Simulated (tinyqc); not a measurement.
A and C from the efficiency peak.

Question. ABC model of an LED: J = q da (A n + Ba n^2 + Ca n^3), IQE = Ba n^2/(A n + Ba n^2 + Ca n^3), differential lifetime 1/(A + 2 Ba n + 3 Ca n^2). The peak lies at n = sqrt(A/Ca). Given Ba, find n at the peak, A and Ca.

Inputs (values chosen for the exercise):
- Ba = 1.3e-10 cm^3/s (radiative coefficient of the active layer)
- da = 17 nm (thickness of the active layer)

Constants: q = 1.602176634e-19 C. Results are converted to the units shown.

peak IQE = 97.928772 %
J at the peak = 337.46531 A/cm^2

Solution. IQE J = q da Ba n^2 gives n. At the peak A n = Ca n^3, each being half of the non-radiative rate Ba n^2 (1/IQE - 1).

n at the peak = 3.06e18 cm^-3
A = 4.20e6 1/s
Ca = 4.50e-31 cm^6/s

tinyqc, about 0.01 s, one thread, Intel Xeon 2.30GHz (shared host): `OMP_NUM_THREADS=1 python tinyqc.py 2300108 2300109 out.jsonl`
